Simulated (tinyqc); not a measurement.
# Changing the fraction x of B

Model: cluster expansion of a binary alloy: correlations, fit, cross-validation and ground states. Computed by tinyqc, a small Python program. Command: `OMP_NUM_THREADS=1 python tinyqc.py 3010068 3010069 out.jsonl clex sweep`. One thread of a shared host (Intel(R) Xeon(R) Processor @ 2.30GHz), about 0.1 s of CPU time with the checks.

s = +1 for A and -1 for B. Energy per site E = J0 + J1 P(point) + sum over clusters of m V P, with P the mean product of spins; V > 0 on a pair favours unlike neighbours. Clusters per site m: pair 1 6, pair 2 3, pair 3 12, triplet 8; the triplet is the triangle of first neighbours. Formation energies are counted from the line between pure A and pure B, which removes J0 and J1.

Inputs (values chosen for the exercise, for a model alloy):
```
quantity                    value  unit
first-pair interaction V1    32.1   meV
second-pair interaction V2    5.2   meV
third-pair interaction V3     4.6   meV
triplet interaction Vt        7.4   meV
temperature T                2400     K
```

Lattice: fcc.

Constants: k_B = 8.617333262e-05 eV/K.

Method. Random alloy: P(pair) = p^2, P(triplet) = p^3, p = 1 - 2x, so H_mix = (p^2 - 1) sum m V(pairs) + (p^3 - p) m Vt; G_mix = H_mix + k_B T [x ln x + (1 - x) ln(1 - x)]. To first order in 1/T the Warren-Cowley parameter of shell 1 is alpha_1 = -(1 - p^2) V_eff/(k_B T), V_eff = V1 + (number of triplets on a first-neighbour bond) p Vt, that number being 4.

One run for each value:
```
fraction x of B  mixing enthalpy H_mix (meV/site)  mixing free energy G_mix (meV/site)   alpha_1
0.05                                     -60.1692                              -101.23  -0.05396
0.15                                    -155.4684                              -242.89  -0.13025
0.25                                    -219.7500                              -336.05  -0.17008
0.35                                    -255.8556                              -389.76  -0.18031
0.45                                    -266.6268                              -408.94  -0.16783
0.55                                    -254.9052                              -397.22  -0.13949
0.65                                    -223.5324                              -357.43  -0.10217
0.75                                    -175.3500                              -291.65  -0.06274
0.85                                    -113.1996                              -200.62  -0.02806
0.95                                     -39.9228                               -80.98  -0.00502
```

What does the table show, and why?

Over the rows, mixing enthalpy H_mix (meV/site) goes from -60.2 through a minimum among these rows, -267 at 0.450, to -39.9; mixing free energy G_mix (meV/site) goes from -101 through a minimum among these rows, -409 at 0.450, to -81.0; alpha_1 goes from -0.0540 through a minimum among these rows, -0.180 at 0.350, to -0.00502. Pairs alone give a parabola symmetric about x = 1/2; the triplet tilts it, and H_mix(0.25) - H_mix(0.75) = -44.4 meV.

Caution (rows 0.250, 0.350, 0.450): so large an alpha_1 is beyond the first-order expansion.

Extremes, crossings and ranges named in words are read from the listed rows.
